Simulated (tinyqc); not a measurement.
Keating valence-force model of a tetrahedral crystal: one step, computed by the program tinyqc. Command: `OMP_NUM_THREADS=1 python tinyqc.py 3024273 3024274 out.jsonl keating walk`. One thread of a shared host (Intel(R) Xeon(R) Processor @ 2.30GHz), about 0.02 s of CPU time with the checks.

Atom A sits at 0 and atom B at a/4 (1,1,1) of an fcc lattice; the four bonds from A are t = a/4 (1,1,1), a/4 (1,-1,-1), a/4 (-1,1,-1), a/4 (-1,-1,1), of length d = sqrt(3) a/4. Energy: E = (3 alpha/(8 d^2)) sum over bonds (r.r - d^2)^2 + (3 beta/(8 d^2)) sum over pairs of bonds at one atom (r_i.r_j + d^2/3)^2, with beta_A for the six pairs at A and beta_B for the six at B. The cell holds two atoms, Omega = a^3/4. 1 N/m = 1 J/m^2. With constants fitted to the elastic moduli this model puts optical and zone-boundary frequencies of real crystals too high, by up to about 20 % in elemental crystals and up to about 50 % in compounds, and mostly by more for TA modes; in compounds the lattice part of the static dielectric constant then comes out too low.

Task: LO-TO splitting. The long-range field adds 4 pi Z*^2 (e^2/(4 pi eps_0))/(eps_inf Omega mu) to lambda for the longitudinal mode at q -> 0; lambda = (nu/15.6333042 THz)^2; eps_0 = eps_inf (nu_LO/nu_TO)^2 (Lyddane-Sachs-Teller; here eps_0 is the static dielectric constant).

Inputs (values chosen for the exercise, modelled on cubic silicon carbide): lattice constant a = 4.36 angstrom; Born charge Z* = 2.72 e; eps_inf = 6.61.

Structure: zinc blende.

nu_TO at G = 29.27277 THz

reduced mass mu = 8.413122 u

Constants: nu for 1 eV/(angstrom^2 u) = 15.6333042 THz; e^2/(4 pi eps_0) = 14.39964548 eV angstrom.

Give: nu_LO at G; static dielectric constant.

Result:

nu_LO at G = 33.776 THz

static dielectric constant = 8.8004

The splitting is 15.4 % of nu_TO, and the lattice adds 2.19 to the dielectric constant.
